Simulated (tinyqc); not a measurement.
Temperature and isotope dependence of a band gap in oscillator models: one step. Two common fits. Four cases, with inputs chosen for the exercise.

Question. Give the falls and the parameters.

E(T) = E0 - sum_i sl_i th_i n_i(T), n = 1/(exp(th/T) - 1). The same coupling lowers the gap at 0 K by the zero-point term ZP = sum_i sl_i th_i/2, so the gap of the static lattice is E0 + ZP. Thermal expansion is taken as part of the slopes.

Two-parameter forms are made to pass through the falls at the two temperatures T12: Varshni aV T^2/(T + bV), from the line T^2/fall = (T + bV)/aV; one oscillator s1 t1/(exp(t1/T) - 1), with t1 from the ratio of the falls.

Case 1.

Values chosen (near those of AlN; not measured data):
- E0 = 6.073 eV (gap at 0 K)
- th = (262, 1066) K (temperatures of two oscillators)
- sl = (0.2786, 0.4954) meV/K (their high-temperature slopes)
- T12 = (440, 1010) K (temperatures of the fits)

Case 2.

Values chosen (near those of AlN; not measured data):
- E0 = 6.118 eV (gap at 0 K)
- th = (247, 921) K (temperatures of two oscillators)
- sl = (0.1454, 0.6197) meV/K (their high-temperature slopes)
- T12 = (380, 950) K (temperatures of the fits)

Case 3.

Values chosen (near those of InAs; not measured data):
- E0 = 0.419 eV (gap at 0 K)
- th = (68, 201) K (temperatures of two oscillators)
- sl = (0.0935, 0.1815) meV/K (their high-temperature slopes)
- T12 = (100, 230) K (temperatures of the fits)

Case 4.

Values chosen (near those of GaN; not measured data):
- E0 = 3.482 eV (gap at 0 K)
- th = (222, 777) K (temperatures of two oscillators)
- sl = (0.1059, 0.5171) meV/K (their high-temperature slopes)
- T12 = (330, 710) K (temperatures of the fits)

Give: falls; aV; bV; t1; s1; ZP of the one-oscillator fit.

Answer.

Case 1.

falls (meV): 141.0766  528.3793

aV = 1.0209 meV/K
bV = 961 K
t1 = 650.7 K
s1 = 0.7345 meV/K
ZP of the one-oscillator fit = 239.0 meV

The limiting slope of the model is 0.7740 meV/K; Varshni puts it +32 % off and one oscillator -5 %. The ZP of the fit differs from the true one by -61.6 meV.

Case 2.

falls (meV): 94.7069  469.6971

aV = 1.4367 meV/K
bV = 1811 K
t1 = 715.6 K
s1 = 0.7377 meV/K
ZP of the one-oscillator fit = 263.9 meV

The limiting slope of the model is 0.7651 meV/K; Varshni puts it +88 % off and one oscillator -4 %. The ZP of the fit differs from the true one by -39.4 meV.

Case 3.

falls (meV): 12.1729  44.6103

aV = 0.3568 meV/K
bV = 193 K
t1 = 141.4 K
s1 = 0.2679 meV/K
ZP of the one-oscillator fit = 18.9 meV

The limiting slope of the model is 0.2750 meV/K; Varshni puts it +30 % off and one oscillator -3 %. The ZP of the fit differs from the true one by -2.5 meV.

Case 4.

falls (meV): 66.6457  266.2240

aV = 1.4643 meV/K
bV = 2063 K
t1 = 624.0 K
s1 = 0.6008 meV/K
ZP of the one-oscillator fit = 187.4 meV

The limiting slope of the model is 0.6230 meV/K; Varshni puts it +135 % off and one oscillator -4 %. The ZP of the fit differs from the true one by -25.2 meV.

Computed by tinyqc, one run a case: `OMP_NUM_THREADS=1 python tinyqc.py N N+1 out.jsonl` with N = 1880262, 1880319, 1880382, 1880525; one thread of a shared Intel(R) Xeon(R) Processor @ 2.30GHz, about 0.01 s a run at most.
